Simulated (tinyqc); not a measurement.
From results back to parameters: Koster-Slater impurity in an sp3s* host.

Problem. In the Koster-Slater model a defect shifts the s level of its site by Vs and the p levels by Vp; an A1 level solves 1/Vs = G_s(E) and a T2 level 1/Vp = G_p(E), E from the top of the valence band. A defect has an A1 level at E = 0.9736 eV, one of the energies of the table, and a T2 level at 0.5841 eV.

G(E) of the host (1/eV):
```
E (eV)         G_s         G_p
0.0000   0.0294018   0.2373471
0.1947   0.0212795   0.1760472
0.3894   0.0120605   0.1398841
0.5841   0.0012074   0.1116548
0.7788  -0.0120965   0.0870527
0.9736  -0.0292249   0.0638828
1.1683  -0.0527557   0.0403399
1.3630  -0.0883550   0.0140615
1.5577  -0.1532261  -0.0201445
```

Find: Vs, Vp.

Solution. Read G_s and G_p at the two energies and invert them. Vs is attractive and pulls its level down from the conduction bands. Vp is repulsive and pushes its level up from the valence bands.

Vs, Vp (eV): -34.2  9.0

Program tinyqc; command `OMP_NUM_THREADS=1 python tinyqc.py 1480337 1480338 out.jsonl`; about 0.02 s on one thread of a shared Intel(R) Xeon(R) Processor @ 2.30GHz.
